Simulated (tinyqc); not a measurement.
Changing the substrate thickness t_S: elastic strain and critical thickness of a cubic alloy layer A(1-x)B(x) on a thick substrate. Computed by tinyqc, a small Python program. Command: `OMP_NUM_THREADS=1 python tinyqc.py 3012813 3012814 out.jsonl misfit sweep`. One thread of a shared host (Intel(R) Xeon(R) Processor @ 2.30GHz), about 0.01 s of CPU time with the checks.

Strain is positive in tension. The layer is coherent with the substrate unless said otherwise.

Inputs (values chosen for the exercise, modelled on Si(1-x)Ge(x) on Si):
```
quantity                              value      unit
fraction x of B                        0.37         -
lattice constant a_A                  5.431  angstrom
lattice constant a_B                  5.658  angstrom
substrate lattice constant a_S        5.431  angstrom
layer thickness h                       280        nm
biaxial modulus of the substrate M_S    163       GPa
wafer diameter W                        150        mm
```

Growth plane: (111).

C11, C12, C44 of A (GPa): 164.9  62.86  80.01

C11, C12, C44 of B (GPa): 127.8  48.63  67.69

Method:
- a = (1 - x) a_A + x a_B, the same rule for each C_ij; misfit f = (a_S - a)/a, the in-plane strain of the coherent layer.
- (111): D = 2 (C11 + 2 C12 - 2 C44)/(C11 + 2 C12 + 4 C44), M = 6 C44 (C11 + 2 C12)/(C11 + 2 C12 + 4 C44). The free surface carries no normal stress, so e_perp = -D f; dV/V = 2 f + e_perp; stress = M f; energy per area = M f^2 h (1 GPa nm = 1 J/m^2).
- Stoney: curvature = 6 |stress| h/(M_S t_S^2); radius = 1/curvature; bow = curvature W^2/8.

One run for each value:
```
substrate thickness t_S (micrometre)  curvature (1/m)  radius of curvature (m)  bow (micrometre)
100                                            3.3313                    0.300            9369.4
150                                            1.4806                    0.675            4164.2
220                                            0.6883                    1.453            1935.8
320                                            0.3253                    3.074             915.0
460                                            0.1574                    6.352             442.8
680                                            0.0720                   13.880             202.6
1000                                           0.0333                   30.018              93.7
```

Describe and explain the trends.

Over the rows, curvature (1/m) falls from 3.33 to 0.0333 (exponent d ln y / d ln x about -2.0 throughout); radius of curvature (m) rises from 0.300 to 30.0 (exponent d ln y / d ln x about 2.0 throughout); bow (micrometre) falls from 9370 to 93.7 (exponent d ln y / d ln x about -2.0 throughout). The exponent of curvature stays at -2: the bending stiffness grows as t^3 and the lever arm as t.

Caution (all rows): M_S is near the value for a (001) wafer; a (111) wafer is stiffer and bends less. Caution (all rows): the curvature assumes a coherent layer, but h exceeds h_c. Caution (rows 100, 150, 220, 320, 460, 680): a bow above a fifth of the wafer thickness is beyond Stoney's small-deflection limit.
